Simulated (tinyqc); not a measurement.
CMOS latch-up, two-transistor model: effect of the current gain of the pnp.

A parasitic pnp (emitter at Vdd, base shunted by Rw) and npn (emitter at ground, base shunted by Rs) feed each other: the npn collector current flows out of the pnp base node, the pnp collector current into the npn base node. Forward-active transistors with constant gains: Icn = Isn exp(Vn/Vt), Icp = Isp (exp(Vp/Vt) - 1). A current Ii is injected into the npn base node.

Node equations: Vp/Rw + Icp/bp = Icn and Vn/Rs + Icn/bn = Icp + Ii. Loop gain G = gn gp/[(1/Rw + gp/bp)(1/Rs + gn/bn)], gn = Icn/Vt, gp = (Icp + Isp)/Vt; the off state ends where G = 1, and Ii there is the trigger current. On state with both base-emitter voltages at Von: npn base current Ib = (Von/Rs + bp Von/Rw)/(bn bp - 1), holding current Ih = (bn + 1) Ib + Von/Rs, holding voltage Vh = Vsat + Von + R2 (Ib + Von/Rs).

Values chosen for this exercise; values close to those of bulk CMOS:
- T = 293 K (temperature)
- bn = 20.7 (current gain of the npn)
- Isn = 2.6e-15 A (saturation current of the npn at T)
- Isp = 1.4e-15 A (saturation current of the pnp at T)
- Rs = 210 ohm (substrate resistance shunting the npn)
- Rw = 2100 ohm (well resistance shunting the pnp)
- R2 = 22 ohm (resistance from the pnp collector to the npn base)
- Von = 0.69 V (base-emitter voltage in the on state)
- Vsat = 0.18 V (saturation voltage)
- Vdd = 2.5 V (supply voltage)

Constants: q = 1.602176634e-19 C, kB = 1.380649e-23 J/K, Vt = kB T/q. Results are converted to the units shown.

Effect of the current gain of the pnp:

| bp | Vn at trigger (V) | trigger current (mA) | Ih (mA) | Vh (V) |
|---|---|---|---|---|
| 0.062 | 0.7285 | 3.368 | 256.4 | 1.199 |
| 0.13 | 0.6837 | 3.173 | 46.00 | 0.9856 |
| 0.28 | 0.6584 | 3.091 | 18.57 | 0.9578 |
| 0.59 | 0.6442 | 3.064 | 10.02 | 0.9491 |
| 1.3 | 0.6413 | 3.058 | 6.395 | 0.9454 |
| 2.7 | 0.6406 | 3.056 | 4.935 | 0.9440 |
| 5.7 | 0.6404 | 3.056 | 4.243 | 0.9433 |
| 12 | 0.6402 | 3.055 | 3.920 | 0.9429 |

As bp goes from 0.062 to 12, the trigger current falls from 3.37 to 3.06 mA, Ih falls from 256 to 3.92 mA and Vh falls from 1.20 to 0.943 V. Vh exceeds the supply Vdd = 2.5 V, which then cannot sustain a latched state, in 0 of the 8 rows. For bp = 0.029 the product of the gains is about one or less, so there is no latched state. For bp = 0.062 the holding current passes 50 mA, where high injection lowers the gains. For bp = 0.062 Vn at the trigger exceeds the fixed Von of the on-state formulas, so Ih and Vh are too low there.

tinyqc, about 0.04 s, one thread, Intel Xeon 2.30GHz (shared host): `OMP_NUM_THREADS=1 python tinyqc.py 2670068 2670069 out.jsonl`
